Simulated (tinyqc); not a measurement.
# Six-transistor SRAM cell, nodal equations and margins: two studies

Two cross-coupled inverters (pull-down bn, pull-up bp) hold the nodes Q and QB; access transistors (ba, threshold VTn, gate on the word line at Vdd when selected) join them to the bit lines. Transistor (EKV form, voltages against the body): I = 2 n b Vt^2 [F(vp - Vs) - F(vp - Vd)] from drain to source, F(v) = ln^2(1 + exp(v/(2 Vt))), vp = (Vg - VT + sg |Vd - Vs|)/n. n-channel bodies are at 0; for the p-channel device all voltages are counted down from Vdd. b in uA/V^2 gives I in uA. For an access transistor the bit line is the drain and the node the source. In a read both bit lines are at Vdd. The cell is symmetric (no mismatch).

Values chosen for this exercise: temperature T = 300 K; supply voltage Vdd = 0.75 V; slope factor n = 1.13; drain-induced barrier lowering sg = 0.075; n-channel threshold VTn = 0.26 V; p-channel threshold (magnitude) VTp = 0.42 V; gain factor of the pull-down transistor bn = 570 uA/V^2; gain factor of the access transistor ba = 280 uA/V^2; gain factor of the pull-up transistor bp = 260 uA/V^2.

Constants: q = 1.602176634e-19 C, kB = 1.380649e-23 J/K, Vt = kB T/q. Results are converted to the units shown.

Each table varies one quantity; the others keep the values above.

## Effect of the gain factor of the access transistor

f(x) is the node voltage of one half-cell for input x: In = Ip in hold, In = Ip + Ia in a read. Static noise margin: side of the largest square between the curve (x, f(x)) and its mirror image (f(y), y); with h(c) the root x of f(x) - x = c, it is the maximum over c > 0 of h(c) - h(-c) + c. Q is the low node in a read and Iread the current of its access transistor. The write trip is the voltage to which the bit line of the high node must fall (the other staying at Vdd) for that state to vanish; higher is easier, and a negative value means that a grounded bit line does not write.

The same in every row: hold margin (mV) = 250.1.

Effect of the gain factor of the access transistor:

| ba (uA/V^2) | read margin (mV) | Q in a read (mV) | Iread (uA) | write trip (mV) |
|---|---|---|---|---|
| 140 | 151.6 | 54.26 | 14.33 | 155.6 |
| 200 | 131.7 | 72.11 | 18.68 | 224.5 |
| 280 | 111.2 | 92.51 | 23.42 | 278.7 |
| 380 | 91.59 | 113.9 | 28.13 | 320.6 |
| 530 | 69.38 | 139.9 | 33.46 | 360.7 |
| 740 | 46.68 | 168.3 | 38.66 | 397.9 |

What does the comparison show?

As ba goes from 140 to 740 uA/V^2, the read margin falls from 152 to 46.7 mV, the write trip rises from 156 to 398 mV and Iread rises from 14.3 to 38.7 uA. The read margin is 0.61 of the hold margin in the first row and 0.19 in the last. Read stability and write ability pull in opposite directions. For ba = 380 to 740 uA/V^2 the read margin is under 100 mV, which threshold mismatch, left out here, can use up in a large array.

## Effect of the drain-induced barrier lowering

Same model as above.

Effect of the drain-induced barrier lowering:

| sg | hold margin (mV) | read margin (mV) | Q in a read (mV) | Iread (uA) | write trip (mV) |
|---|---|---|---|---|---|
| 0.02 | 267.9 | 137.0 | 82.29 | 20.87 | 261.1 |
| 0.05 | 258.3 | 122.9 | 87.87 | 22.26 | 271.0 |
| 0.08 | 248.5 | 108.9 | 93.44 | 23.66 | 280.2 |
| 0.11 | 238.5 | 95.25 | 99.03 | 25.06 | 289.0 |
| 0.14 | 228.4 | 81.91 | 104.7 | 26.46 | 297.7 |
| 0.17 | 218.1 | 68.97 | 110.5 | 27.83 | 306.8 |

As sg goes from 0.02 to 0.17, the read margin falls from 137 to 69.0 mV, the write trip rises from 261 to 307 mV and Iread rises from 20.9 to 27.8 uA. The read margin is 0.51 of the hold margin in the first row and 0.32 in the last. Read stability and write ability pull in opposite directions. For sg = 0.11 to 0.17 the read margin is under 100 mV, which threshold mismatch, left out here, can use up in a large array.

Computed by the program tinyqc: `OMP_NUM_THREADS=1 python tinyqc.py 2340042 2340043 out.jsonl`, one thread of a shared Intel Xeon 2.30GHz, about 0.1 s for the whole run.
